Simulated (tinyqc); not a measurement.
Comparisons within one model: two-band tight binding of a puckered layer. A value that a table varies takes the place of the one given here.

With X = kx ax/2 and Y = ky ay/2: h = t2 + 2 cos(Y) (t1 exp(iX) + t3 exp(-iX)) + t5 exp(2iX), d = 4 t4 cos(X) cos(Y), H = [[d, h], [h*, d]], E = d -/+ |h|.

Constants: hbar^2/2m0 = 3.80998211 eV angstrom^2.

Parameters, chosen for this exercise (near a published set for monolayer black phosphorus; not measured data): ax = 4.57 angstrom (period along x (armchair)); ay = 3.28 angstrom (period along y (zigzag)); t1 = -1.231 eV (along the zigzag); t2 = 3.646 eV (across the pucker); t3 = -0.189 eV (second in the sheet); t4 = -0.115 eV (same sublattice); t5 = -0.055 eV (far across).

## Mass and optical strength against direction

masses (m0):
```
                x        y
electron  0.14698  0.85852
hole      0.16198  1.19039
```

chi = -5.01329 eV angstrom

Angle from x. 1/m(theta) = cos^2/mx + sin^2/my. Near Gamma only x-polarised light couples the bands, with strength chi^2 cos^2(theta), chi = ax (t1 - t3 + t5) = d Im(h)/dkx; the positions of the atoms inside the cell, which would change this dipole but not the masses, are left out. The last column is the transition energy at |k| = 0.1 1/angstrom from the full bands, less the gap.

Against angle:

| theta (deg) | m_e (m0) | m_h (m0) | strength (eV^2 angstrom^2) | rise of the transition (eV) |
|---|---|---|---|---|
| 0 | 0.147 | 0.162 | 25.13 | 0.4330 |
| 15 | 0.156 | 0.172 | 23.45 | 0.4109 |
| 30 | 0.185 | 0.207 | 18.85 | 0.3494 |
| 45 | 0.251 | 0.285 | 12.57 | 0.2625 |
| 60 | 0.388 | 0.460 | 6.28 | 0.1717 |
| 75 | 0.648 | 0.835 | 1.68 | 0.1023 |
| 85 | 0.828 | 1.136 | 0.19 | 0.0792 |
| 90 | 0.859 | 1.190 | 0.00 | 0.0762 |

The light-mass direction rules: at 45 degrees the electron mass is still 0.251, 1.71 times the value along x, against 5.8 times at 90 degrees. At |k| = 0.1 the transition has risen 5.7 times as much along x as along y.

## Closing the gap

t2 is lowered; h0 = t2 + 2 t1 + 2 t3 + t5, c = hbar^2/2m0. For h0 > 0 the gap is 2 h0 at Gamma. For h0 < 0 the bands touch at kx = 0, cos(Y) = -(t2 + t5)/(2 (t1 + t3)).

Against t2:

| t2 (eV) | h0 (eV) | gap (eV) | electron mass along x (m0) | ky of the nodes (1/angstrom) |
|---|---|---|---|---|
| 3.8 | 0.905 | 1.810 | 0.1651 | - |
| 3.6 | 0.705 | 1.410 | 0.1410 | - |
| 3.4 | 0.505 | 1.010 | 0.1118 | - |
| 3.2 | 0.305 | 0.610 | 0.0756 | - |
| 3.0 | 0.105 | 0.210 | 0.0296 | - |
| 2.8 | -0.095 | 0.000 | - | 0.1582 |
| 2.6 | -0.295 | 0.000 | - | 0.2804 |
| 2.4 | -0.495 | 0.000 | - | 0.3655 |

The gap closes at t2 = 2.895 eV. On the way the mass along x falls with the gap and tends to 2 c h0/chi^2 as it closes, while that along y stays. Beyond it two Dirac nodes move apart along the zigzag direction, to ky = +/-0.365 1/angstrom in the last row. The mass formula is c/(ex + gx + chi^2/(2 h0)) with chi = ax (t1 - t3 + t5), gx = -ax^2 ((t1 + t3)/4 + t5/2), ex = -t4 ax^2/2.

## What each parameter does

Gap at Gamma and masses m/m0 = c q^2/|E(q) - E(0)| with q = 0.001 1/angstrom, c = hbar^2/2m0. Each row changes one parameter from the base and keeps the others.

Results:

| case | gap (eV) | m_e x | m_h x | m_e y | m_h y |
|---|---|---|---|---|---|
| base | 1.5020 | 0.1470 | 0.1620 | 0.859 | 1.190 |
| t1 = -1.201 eV | 1.6220 | 0.1608 | 0.1790 | 0.874 | 1.221 |
| t2 = 3.676 eV | 1.5620 | 0.1507 | 0.1665 | 0.859 | 1.190 |
| t3 = -0.159 eV | 1.6220 | 0.1501 | 0.1658 | 0.874 | 1.221 |
| t4 = -0.085 eV | 1.5020 | 0.1488 | 0.1599 | 0.891 | 1.133 |
| t5 = -0.025 eV | 1.5620 | 0.1581 | 0.1756 | 0.859 | 1.190 |
| ax = 4.707 angstrom | 1.5020 | 0.1385 | 0.1527 | 0.859 | 1.190 |

The largest shifts from the base row, up to three for each result and ties (the steps differ in size, so this ranks the rows, not the parameters). gap (eV): t1 +0.1200, t3 +0.1200, t2 +0.0600, t5 +0.0600; unchanged at the printed digits by t4 and ax. m_e x: t1 +0.0138, t5 +0.0111, ax -0.0084. m_h x: t1 +0.0170, t5 +0.0136, ax -0.0093. m_e y: t4 +0.032, t1 +0.016, t3 +0.016; unchanged at the printed digits by t2, t5 and ax. m_h y: t4 -0.057, t1 +0.031, t3 +0.031; unchanged at the printed digits by t2, t5 and ax.

tinyqc: `OMP_NUM_THREADS=1 python tinyqc.py 1452682 1452683 out.jsonl`; about 0.01 s, one thread, shared Intel(R) Xeon(R) Processor @ 2.30GHz.
